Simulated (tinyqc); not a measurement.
Chemical-mechanical planarisation: Preston law, pattern density and step-height reduction: one step, computed by the program tinyqc.

A row of 12 cells, repeated periodically, holds raised features that cover a share rho of each cell.

Question. State at time t. While h > h_c only raised areas polish, at R0/rho_eff, until t_c = rho_eff (h0 - h_c)/R0. After that h = h_c exp(-(t - t_c)/tau), tau = rho_eff h_c/R0; low areas polish at R0 (1 - h/h_c) and raised areas at R0 [1 + (1 - rho_eff) h/(rho_eff h_c)]. Removed from raised areas after t_c: h0 - h_c + R0 (t - t_c) + (1 - rho_eff)(h_c - h); from low areas: R0 (t - t_c) - rho_eff (h_c - h). Film left = z0 less the removal from raised areas.

Inputs (values chosen for the exercise, close to those used for copper polishing): initial step height h0 = 560 nm; contact height h_c = 120 nm; film above the raised areas z0 = 840 nm; polish time t = 110 s.

effective densities: [0.7018648, 0.4288036, 0.6552992, 0.7569893, 0.4589023, 0.5133858, 0.4520394, 0.4643767, 0.3821925, 0.2555268, 0.3719402, 0.7086793]

blanket rate R0 = 2.709310 nm/s

Give: Cells; range of film left across the row; largest remaining step; thinnest film left.

Answer.

Cells:
```
cell  rho_eff  t_c (s)  step h (nm)  removed, raised (nm)  removed, low (nm)  film left on raised areas (nm)
1      0.7019    114.0        135.4                 424.6                0.0                           415.4
2      0.4288     69.6         14.3                 609.7               64.0                           230.3
3      0.6553    106.4        106.1                 454.5                0.6                           385.5
4      0.7570    122.9        166.3                 393.7                0.0                           446.3
5      0.4589     74.5         21.0                 589.7               50.7                           250.3
6      0.5134     83.4         37.2                 552.4               29.6                           287.6
7      0.4520     73.4         19.3                 594.3               53.6                           245.7
8      0.4644     75.4         22.3                 586.0               48.3                           254.0
9      0.3822     62.1          7.1                 639.6               86.7                           200.4
10     0.2555     41.5          0.3                 714.7              155.0                           125.3
11     0.3719     60.4          5.9                 646.0               91.9                           194.0
12     0.7087    115.1        139.5                 420.5                0.0                           419.5
```

range of film left across the row = 321.0 nm

largest remaining step = 166.3 nm

thinnest film left = 125.3 nm

9 of 12 cells have reached contact. The cell with the lowest rho_eff has lost the most film from its raised areas.
